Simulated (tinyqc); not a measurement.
Inside a calculation: localisation in a chain with random site energies (transfer matrices). Values are carried at full precision from step to step, so a last printed digit may differ when a step is redone from the rounded ones.

Hopping -t; leads with site energy 0, E = -2t cos(ka). psi_(j+1) = ((e_j - E)/t) psi_j - psi_(j-1), a product of matrices M_j = [[(e_j - E)/t, -1], [1, 0]]. For M = M_N ... M_1 the transmission is T = 4 sin^2(ka)/|M21 - M12 + M22 exp(ika) - M11 exp(-ika)|^2. Long samples draw e_j = W (x_j/2147483647 - 1/2) from x_j = 16807 x_(j-1) mod 2147483647, starting at x0. The localisation length xi, in sites, is defined by ln T = -2N/xi on average; weak disorder gives xi = 24 (4t^2 - E^2)/W^2, and the mean free path for backscattering is xi/2.

Parameters, chosen for this exercise:
```
symbol  value                                                       unit      meaning
t       1.14                                                        eV        hopping
E       -0.48                                                       eV        energy
e       (-0.03, 0.69, -0.03, 0.47, 0.36, -0.32, -0.17, 0.2, -0.55)  eV        site energies of the short sample
W       1.4                                                         eV        full width of the disorder
a       3.4                                                         angstrom  spacing
```

## The product of transfer matrices

Multiply site by site and give T for each length.

Running product:
```
j,(e_j - E)/t,M11,M12,M21,M22,T
1,0.3947,0.3947,-1.0000,1.0000,0.0000,0.9998
2,1.0263,-0.5949,-1.0263,0.3947,-1.0000,0.9069
3,0.3947,-0.6296,0.5949,-0.5949,-1.0263,0.9012
4,0.8333,0.0702,1.5220,-0.6296,0.5949,0.8330
5,0.7368,0.6813,0.5266,0.0702,1.5220,0.8103
6,0.1404,0.0254,-1.4481,0.6813,0.5266,0.7231
7,0.2719,-0.6744,-0.9204,0.0254,-1.4481,0.7772
8,0.5965,-0.4277,0.8991,-0.6744,-0.9204,0.8402
9,-0.0614,0.7007,0.8652,-0.4277,0.8991,0.9530
```

T is 0.9530 for the whole sample and does not fall steadily (it rises at j = 7, 8 and 9): reflected waves interfere. The determinant of M stays 1.

## The same sites added without interference

One site alone reflects R_j = e_j^2/(e_j^2 + 4t^2 - E^2); incoherent addition sums R/(1 - R), and T = 1/(1 + sum).

R_j: 0.0002  0.0875  0.0002  0.0426  0.0254  0.0202  0.0058  0.0080  0.0574

sum of R/(1 - R) = 0.2621
T without interference = 0.7923

The coherent product gives 0.9530 for this sample.

## Weak-disorder lengths

Form ka, xi, xi a and the mean free path xi a/2.

ka = 1.3587 rad
xi = 60.83 sites

lengths (nm): localisation 20.683, mean free path 10.342

The formula needs xi well above one site.

## Checks

- T from the product against the Green function: both 0.95303.

(tinyqc, `OMP_NUM_THREADS=1 python tinyqc.py 1452840 1452841 out.jsonl`, Intel(R) Xeon(R) Processor @ 2.30GHz, 1 thread, shared host, about 0.06 s.)
